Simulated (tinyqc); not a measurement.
Switching field against angle and time: single-domain magnet: Stoner-Wohlfarth switching, Neel-Arrhenius retention, LLG dynamics and spin torque. Computed by tinyqc, a small Python program. Command: `OMP_NUM_THREADS=1 python tinyqc.py 3000057 3000058 out.jsonl macro walk`. One thread of a shared host (Intel(R) Xeon(R) Processor @ 2.30GHz), about 0.2 s of CPU time with the checks.

The moment is uniform, with unit vector m; z is the easy axis. mu_0 = 1.25663706212e-6 T m/A, gamma = 1.76085963023e11 rad/(s T).

Inputs (values chosen for the exercise, for a model magnet):
```
quantity                      value    unit
saturation magnetisation M_s   1270    kA/m
diameter d                       32      nm
thickness t                     1.9      nm
interface anisotropy K_i       3.06  mJ/m^2
bulk anisotropy K_u               0  kJ/m^3
exchange stiffness A             27    pJ/m
temperature T                   450       K
attempt frequency f0              2     GHz
waiting time t_w                100       s
```

Shape: thin disc, easy axis normal to it.

Constants: k_B = 1.380649e-23 J/K.

Method:
- The disc is treated as an oblate spheroid with p = t/d: N_z = [1 - p arccos(p)/sqrt(1 - p^2)]/(1 - p^2); V = pi d^2 t/4; K_eff = K_u + K_i/t + K_shape, K_shape = -(mu_0 M_s^2/4)(3 N_z - 1); mu_0 H_K = 2 K_eff/M_s.
- Delta = K_eff V/(k_B T); tau = exp(Delta)/f0; probability of a flip within t_w: P = 1 - exp(-t_w/tau). Wall width parameter sqrt(A/K_eff); a two-domain state costs 4 sqrt(A K_eff) times the cross-section that the wall cuts (d t).
- Energy over K_eff V: e(theta) = sin^2(theta) + 2 h cos(theta - psi) for m at the angle theta from +z and a field that points at psi from -z (it pulls m away from +z towards negative theta); h_sw = (cos^(2/3) psi + sin^(2/3) psi)^(-3/2).
- Switching field at T: the h at which the exact barrier equals ln(f0 t_w/ln 2) k_B T (0 if the zero-field barrier is lower). Sharrock form: h_sw [1 - (ln(f0 t_w/ln 2)/Delta)^(1/n)], n = 0.86 + 1.14 h_sw.

stability factor Delta = 179.266

Fields over H_K:
```
psi (degrees)  h_sw at T = 0  thermal, exact barrier  thermal, Sharrock form
1                    0.90707                 0.59565                 0.57722
10                   0.67381                 0.47954                 0.46609
20                   0.57365                 0.41594                 0.41183
30                   0.52402                 0.38270                 0.38328
45                   0.50000                 0.36630                 0.36906
60                   0.52402                 0.38270                 0.38328
75                   0.61466                 0.44262                 0.43457
89                   0.90707                 0.59565                 0.57722
```

At T = 0 the field is least at 45 degrees, H_K/2, and symmetric about it. Thermal help lowers it to 66 % at 1 degree and 73 % at 45 degrees; the Sharrock form misses the exact barrier by at most about 0.018 H_K, at psi = 1 (and its mirror angle). Caution: a flat cylinder has a smaller N_z than the spheroid of the same t/d, so K_eff of a real disc is larger. Caution: a domain wall can cross the element at lower cost, so the single-domain barrier is an upper bound.

Extremes, crossings and ranges named in words are read from the listed rows.
